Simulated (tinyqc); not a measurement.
# Resistance of a tapered via with liner, size effect and interface: effects of single changes

A round via whose diameter grows from db at the bottom as D(z) = db + 2 z/tan(ang). The fill, of diameter D - 2 tl, starts above the bottom liner (thickness fb tl) and has rho = rho0 (1 + ks lam/(D - 2 tl)); the sidewall liner conducts in parallel with it. The bottom liner and the interface are crossed over the full area pi db^2/4. Spreading in the lines above and below is left out.

Parameters, values chosen for the exercise; fill metal close to molybdenum: diameter at the bottom db = 30 nm; height hv = 59 nm; sidewall angle ang = 88 degrees; bulk resistivity of the fill rho0 = 5.41 uohm cm; mean free path of the fill lam = 11.4 nm; size-effect factor ks = 1.4; liner on the sidewall tl = 0.1 nm; liner at the bottom over that on the sidewall fb = 1; resistivity of the liner rl = 160 uohm cm; interface resistivity at the bottom ri = 6.4e-13 ohm cm^2; ballistic conductance per area, about 3/(4 rho0 lam) Sb = 1.3e15 S/m^2; bulk resistivity of the second fill (close to cobalt) rho2 = 6.02 uohm cm; its mean free path lam2 = 11.8 nm; its liner tl2 = 1.6 nm.

Each table varies one quantity; the others keep the values above.

## Via resistance against the diameter at the bottom

Slices between z0 = fb tl and hv, evaluated at their midpoints: conductance per length pi/4 [(D - 2 tl)^2/rho + (D^2 - (D - 2 tl)^2)/rl], slice resistance = slice height over that. 2000 slices. R_fill = sum of the slices; R_bottom = rl fb tl/(pi db^2/4); R_interface = ri/(pi db^2/4); ballistic (Sharvin) limit 1/(Sb pi (db - 2 tl)^2/4); ideal cylinder rho0 hv/(pi db^2/4).

Via resistance against the diameter at the bottom:
columns A: db (nm); B: R_fill (ohm); C: R_bottom (ohm); D: R_interface (ohm); E: R (ohm); F: ballistic limit (ohm); G: R over ideal cylinder; H: largest part
```
A         B        C        D       E       F      G     H
6     222.5    5.659    2.264   230.4   29.11  2.041  fill
8.3   107.6    2.957    1.183   111.7   14.93  1.894  fill
11    57.05    1.684   0.6734   59.41   8.397  1.769  fill
16    24.51   0.7958   0.3183   25.63   3.923  1.614  fill
22    12.00   0.4209   0.1684   12.59   2.061  1.500  fill
30    6.027   0.2264  0.09054   6.344   1.103  1.405  fill
42    2.883   0.1155  0.04619   3.044  0.5605  1.321  fill
58    1.436  0.06056  0.02422   1.520  0.2932  1.258  fill
80   0.7238  0.03183  0.01273  0.7684  0.1538  1.210  fill
```

R falls from 230 to 0.768 ohm. The fill is the largest part at db = 6 and in all other rows. R goes as db^(-2.23) between the first two rows and db^(-2.12) between the last two; area alone gives -2.

## Via resistance against the liner on the sidewall

Same model as above.

2000 slices.

The same in every row: R_interface (ohm) = 0.090541.

Results:
```
tl (nm)  R_fill (ohm)  R_bottom (ohm)  R (ohm)  ballistic limit (ohm)  R over ideal cylinder  largest part
0              5.9549               0   6.0455                 1.0882                 1.3388          fill
0.6            6.4097          1.3581   7.8583                 1.1808                 1.7403          fill
1.1            6.8310          2.4899   9.4114                 1.2673                 2.0842          fill
1.7            7.3954          3.8480   11.334                 1.3842                 2.5100          fill
2.3            8.0344          5.2061   13.331                 1.5181                 2.9522          fill
2.9            8.7610          6.5643   15.416                 1.6724                 3.4139          fill
4              10.377          9.0541   19.521                 2.0236                 4.3231          fill
```

Estimate the missing row, tl = 3.4 nm.

Computed row:
```
tl (nm)  R_fill (ohm)  R_bottom (ohm)  R (ohm)  ballistic limit (ohm)  R over ideal cylinder  largest part
3.4            9.4450          7.6960   17.232                 1.8197                 3.8160          fill
```

With this row back in the table: R rises from 6.05 to 19.5 ohm. The fill is the largest part at tl = 0 and in all other rows. The share of the two bottom terms goes from 1.50 to 46.8 %.

## Two fill metals against the diameter

2000 slices. R_fill = sum of the slices; R_bottom = rl fb tl/(pi db^2/4); R_interface = ri/(pi db^2/4). The second fill has rho2, lam2 and tl2 in place of rho0, lam and tl.

Two fill metals against the diameter:
```
db (nm)  R, first fill (ohm)  R, second fill (ohm)  ratio second/first
6                      230.4                 850.1               3.690
8.5                    105.9                 300.8               2.839
12                     48.87                 114.9               2.352
17                     22.38                 46.59               2.082
24                     10.38                 20.10               1.936
35                     4.526                 8.379               1.851
49                     2.183                 3.956               1.813
70                     1.019                 1.826               1.792
100                   0.4809                0.8576               1.783
```

The ratio goes from 3.69 to 1.78. The first fill gives the lower R in every row.

Numbers from tinyqc (`OMP_NUM_THREADS=1 python tinyqc.py 2750012 2750013 out.jsonl`; about 0.01 s on one thread of a shared Intel Xeon 2.30GHz).
